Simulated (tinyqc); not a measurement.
Where the gap correction goes: band offset from the macroscopic average of a supercell potential.

dEv = Ev(A) - Ev(B) = Ev1 - (dV + Ev2); dEc = Ec(B) - Ec(A) = Eg2 - Eg1 - dEv. The correction of a gap, c = Eg[1] - Eg[0], lowers the valence top by fv c and leaves dV, a ground-state quantity, as it is. Type I: dEv and dEc of one sign; II: opposite signs; III: no overlap of the gaps.

Values chosen for the exercise (gaps near those of GaAs and Ge; shifted at random, so the results belong to these values and not to a real crystal):
```
symbol  value        unit  meaning
Ev1     6.21         eV    valence top of bulk A above its mean potential
Eg1     (0.52, 1.5)  eV    gap of A: semi-local value, corrected value
Ev2     5.15         eV    valence top of bulk B above its mean potential
Eg2     (0.1, 0.72)  eV    gap of B: semi-local value, corrected value
```

dV = B - A = 0.9500 eV

fv1 and fv2 are varied.

Offsets (eV):
```
fv1,fv2,dEv,dEc
0.0,0.0,0.110,-0.890
0.5,0.5,-0.070,-0.710
1.0,1.0,-0.250,-0.530
0.0,1.0,0.730,-1.510
1.0,0.0,-0.870,0.090
0.3,0.7,0.250,-1.030
```

What can be read from this table?

dEv + dEc = -0.780 eV in every row, but dEv alone spans 1.60 eV, the sum of the two corrections. A scissor on the conduction bands alone (first row) keeps the semi-local dEv; with equal shares fv the shift is fv times the difference of the corrections, -0.36 eV, against their sum of 1.60 eV: most of the error cancels if the shares are alike.

Program tinyqc; command `OMP_NUM_THREADS=1 python tinyqc.py 1880335 1880336 out.jsonl`; about 0.01 s on one thread of a shared Intel(R) Xeon(R) Processor @ 2.30GHz.
